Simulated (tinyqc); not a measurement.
Free and trapped electrons in a MOS channel with a dense trap tail: free and trapped charge against gate voltage.

p-type body, charge-sheet picture, full ionisation (an idealisation for deep acceptors), Boltzmann statistics for free electrons. e = Ec - EF at the surface. Acceptor-like traps of density D(E) = D0 + De exp(-E/Ew) at depth E below Ec, from 0 to Eu, hold n_t = integral of D(E)/(1 + exp((e - E)/Vt)). psi = Eg - Vt ln(Nv/Na) - e; N_dep = sqrt(2 eps0 eps_r Na (psi - Vt)/q); n_f = sqrt(N_dep^2 + 2 eps0 eps_r Vt Nc exp(-e/Vt)/q) - N_dep; Vg = Vfb + psi + q (N_dep + n_t + n_f)/Cox, Cox = eps0 eox/tox.

Free share n_f/(n_f + n_t); swing ln 10 n_f/(dn_f/dVg); field-effect mobility mf q (dn_f/dVg)/Cox, for a constant mf; oxide field q (N_dep + n_t + n_f)/(eps0 eox).

Values chosen for this exercise; band and dielectric values close to those of silicon:
- T = 300 K (temperature)
- Eg = 1.14 eV (band gap)
- eps_r = 11.8 (relative permittivity)
- Nc = 2.77e19 cm^-3 (conduction-band density of states at T)
- Nv = 2.67e19 cm^-3 (valence-band density of states at T)
- eox = 3.9 (relative permittivity of the insulator)
- tox = 40 nm (insulator thickness)
- Na = 6.5e16 cm^-3 (acceptor density)
- Vfb = -0.7 V (flat-band voltage without trapped charge)
- D0 = 3.1e10 cm^-2 eV^-1 (constant background density of acceptor-like traps)
- De = 4.7e12 cm^-2 eV^-1 (density of the tail at the conduction edge)
- Ew = 0.1 eV (decay energy of the tail)
- Eu = 0.8 eV (depth below Ec down to which the traps reach)
- mf = 130 cm^2/(V s) (mobility of free electrons)

Constants: q = 1.602176634e-19 C, kB = 1.380649e-23 J/K, Vt = kB T/q, eps0 = 8.8541878128e-14 F/cm where lengths are in cm. Results are converted to the units shown.

Results:
columns A: Vg (V); B: e (eV); C: n_f (cm^-2); D: n_t (cm^-2); E: free share (%); F: swing (mV/decade); G: field-effect mobility (cm^2/(V s)); H: oxide field (MV/cm)
```
A            B         C         D         E        F         G       H
1.2     0.4009   1.251e6  2.176e10  0.005748    145.0  0.004794  0.3291
2       0.1422  2.263e10  1.465e11     13.38    360.8     34.84  0.4644
2.8    0.07414  2.657e11  2.638e11     50.18     1544     95.62  0.6474
4.4    0.03191  9.854e11  3.630e11     73.08     4722     115.9   1.037
5.2    0.01975  1.376e12  3.908e11     77.88     6395     119.6   1.234
5.9    0.01112  1.726e12  4.091e11     80.84     7880     121.7   1.407
6.7   0.002770  2.133e12  4.251e11     83.38     9598     123.5   1.605
7.5  -0.004404  2.545e12  4.373e11     85.34  1.133e4     124.7   1.803
```

Estimate the missing row, Vg = 3.6 V.

Computed row:
columns A: Vg (V); B: e (eV); C: n_f (cm^-2); D: n_t (cm^-2); E: free share (%); F: swing (mV/decade); G: field-effect mobility (cm^2/(V s)); H: oxide field (MV/cm)
```
A          B         C         D      E     F      G       H
3.6  0.04825  6.102e11  3.238e11  65.33  3089  109.7  0.8410
```

With this row back in the table: n_f reaches 1e11 cm^-2 at Vg = 2.34 V, against 1.95 V without traps. The free share rises from 0.00575 to 85.3 % and the field-effect mobility rises from 0.00479 to 125 cm^2/(V s), although mf = 130 is constant: in the last row 96.0 % of Cox dVg goes into free electrons. The swing in the first row is 145 mV a decade (Vt ln 10 = 59.5). For Vg = 3.6, 4.4, 5.2, 5.9, 6.7, 7.5 EF lies less than 2 Vt below the band edge, or above it, where degeneracy and confinement, left out, matter.

Computed by the program tinyqc: `OMP_NUM_THREADS=1 python tinyqc.py 2222210 2222211 out.jsonl`, one thread of a shared Intel Xeon 2.30GHz, about 0.02 s for the whole run.
